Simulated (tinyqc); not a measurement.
# A clean chain and dephasing by Buettiker voltage probes, step by step

tinyqc, about 0.01 s, one thread, Intel Xeon 2.30GHz (shared host): `OMP_NUM_THREADS=1 python tinyqc.py 2700015 2700016 out.jsonl` Printed values are rounded.

Sites 1 to 6 form a chain with hopping -t. Lead L joins site 1 and lead R site 6, both semi-infinite chains with hopping -t and site energy 0. Every site carries a probe with self-energy -i Gamma_p/2 that draws no net current. Linear response at zero temperature: mu_L = 1, mu_R = 0 in units of the bias.

Inputs (values chosen for the exercise):
```
symbol               value  unit                      meaning
t                        1    eV  hopping (matrix element -t)
U       [0, 0, 0, 0, 0, 0]    eV         site energies 1 to N
E                     0.03    eV                 Fermi energy
gp                    0.53    eV     probe broadening Gamma_p
```

Constants: q = 1.602176634e-19 C, h = 6.62607015e-34 J s. Results are converted to the units shown.

## Green function

Sigma = t^2 g(E), g(x) = (x - i sqrt(4 t^2 - x^2))/(2 t^2) for |x| < 2 t and (x - sign(x) sqrt(x^2 - 4 t^2))/(2 t^2) otherwise; Gamma = -2 Im Sigma; G = (E - H - Sigma_L - Sigma_R + i Gamma_p/2)^(-1).

Sigma = 0.015000-0.999887i eV
Gamma = 1.99977 eV

G (1/eV):

|  | 1 | 2 | 3 | 4 | 5 | 6 |
|---|---|---|---|---|---|---|
| 1 | 0.001546-0.473756i | 0.400729+0.005151i | -0.012202+0.367408i | -0.302999-0.012940i | 0.017863-0.286725i | 0.226481+0.016808i |
| 2 | 0.400729+0.005151i | 0.000505-0.506954i | 0.464913+0.009923i | -0.011823+0.383454i | -0.362943-0.018294i | 0.017863-0.286725i |
| 3 | -0.012202+0.367408i | 0.464913+0.009923i | 0.000885-0.490908i | 0.404969+0.004569i | -0.011823+0.383454i | -0.302999-0.012940i |
| 4 | -0.302999-0.012940i | -0.011823+0.383454i | 0.404969+0.004569i | 0.000885-0.490908i | 0.464913+0.009923i | -0.012202+0.367408i |
| 5 | 0.017863-0.286725i | -0.362943-0.018294i | -0.011823+0.383454i | 0.464913+0.009923i | 0.000505-0.506954i | 0.400729+0.005151i |
| 6 | 0.226481+0.016808i | 0.017863-0.286725i | -0.302999-0.012940i | -0.012202+0.367408i | 0.400729+0.005151i | 0.001546-0.473756i |

## Transmissions between terminals

With Gamma the broadening by one lead, T_RL = Gamma^2 |G_(6,1)|^2, T_pL = Gamma Gamma_p |G_(p,1)|^2, T_pR = Gamma Gamma_p |G_(p,6)|^2, T_pq = Gamma_p^2 |G_(p,q)|^2 for p != q.

T_RL = 0.206259

| probe | T_pL | T_pR |
|---|---|---|
| 1 | 0.237887 | 0.054665 |
| 2 | 0.170227 | 0.087473 |
| 3 | 0.143230 | 0.097484 |
| 4 | 0.097484 | 0.143230 |
| 5 | 0.087473 | 0.170227 |
| 6 | 0.054665 | 0.237887 |

T_pq:

|  | 1 | 2 | 3 | 4 | 5 | 6 |
|---|---|---|---|---|---|---|
| 1 | 0.0000000 | 0.0451154 | 0.0379602 | 0.0258361 | 0.0231828 | 0.0144878 |
| 2 | 0.0451154 | 0.0000000 | 0.0607426 | 0.0413420 | 0.0370964 | 0.0231828 |
| 3 | 0.0379602 | 0.0607426 | 0.0000000 | 0.0460735 | 0.0413420 | 0.0258361 |
| 4 | 0.0258361 | 0.0413420 | 0.0460735 | 0.0000000 | 0.0607426 | 0.0379602 |
| 5 | 0.0231828 | 0.0370964 | 0.0413420 | 0.0607426 | 0.0000000 | 0.0451154 |
| 6 | 0.0144878 | 0.0231828 | 0.0258361 | 0.0379602 | 0.0451154 | 0.0000000 |

## Probe potentials and effective transmission

No current into probe p: W mu = T_pL with W_pp = T_pL + T_pR + sum_q T_pq and W_pq = -T_pq. Then T_eff = T_RL + sum_p T_pR mu_p, and the resistance is (h/2q^2)/T_eff.

W:

|  | 1 | 2 | 3 | 4 | 5 | 6 |
|---|---|---|---|---|---|---|
| 1 | 0.439134 | -0.045115 | -0.037960 | -0.025836 | -0.023183 | -0.014488 |
| 2 | -0.045115 | 0.465179 | -0.060743 | -0.041342 | -0.037096 | -0.023183 |
| 3 | -0.037960 | -0.060743 | 0.452668 | -0.046074 | -0.041342 | -0.025836 |
| 4 | -0.025836 | -0.041342 | -0.046074 | 0.452668 | -0.060743 | -0.037960 |
| 5 | -0.023183 | -0.037096 | -0.041342 | -0.060743 | 0.465179 | -0.045115 |
| 6 | -0.014488 | -0.023183 | -0.025836 | -0.037960 | -0.045115 | 0.439134 |

| probe | mu_p |
|---|---|
| 1 | 0.707937 |
| 2 | 0.593567 |
| 3 | 0.554556 |
| 4 | 0.445444 |
| 5 | 0.406433 |
| 6 | 0.292063 |

T_eff = 0.553404
resistance = 23.3219 kohm

Without probes the transmission is 1.000. With them, 37.3 % of the current crosses without entering a probe.

## Current at both leads

In units of (2 q^2/h) times the bias, T_RL + sum_p T_pL (1 - mu_p) leaves L and T_RL + sum_p T_pR mu_p enters R.

current leaving L = 0.553404
current entering R = 0.553404

The two are equal: the probes conserve the current.
